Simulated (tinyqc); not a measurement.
## Pinning factor and decay constant from two barriers

Inverse problem. phiB = S (phiM - chi) + (1 - S)(Eg - E0) with S = 1/(1 + (1/S0 - 1) exp(-be ti)). Find S0, S at the given thickness and be.

Inputs (values chosen for the exercise); semiconductor values close to those of silicon; interlayer mass of the order of that in aluminium oxide, offset chosen freely: band gap Eg = 1.14 eV; electron affinity chi = 4.19 eV; charge-neutrality level above the valence band E0 = 0.37 eV; metal work function phiM = 4.33 eV.

phiB at ti = 0, 0.3 nm (eV): 0.5999  0.52539477

Answer. Each barrier gives its S by linear interpolation between the pinned and the unpinned value; the ratio of the two values of 1/S - 1 is exp(be ti).

S0 = 0.2700
S = 0.3883
be = 1.800 1/nm

Computed by the program tinyqc: `OMP_NUM_THREADS=1 python tinyqc.py 2270151 2270152 out.jsonl`, one thread of a shared Intel Xeon 2.30GHz, about 0.03 s for the whole run.
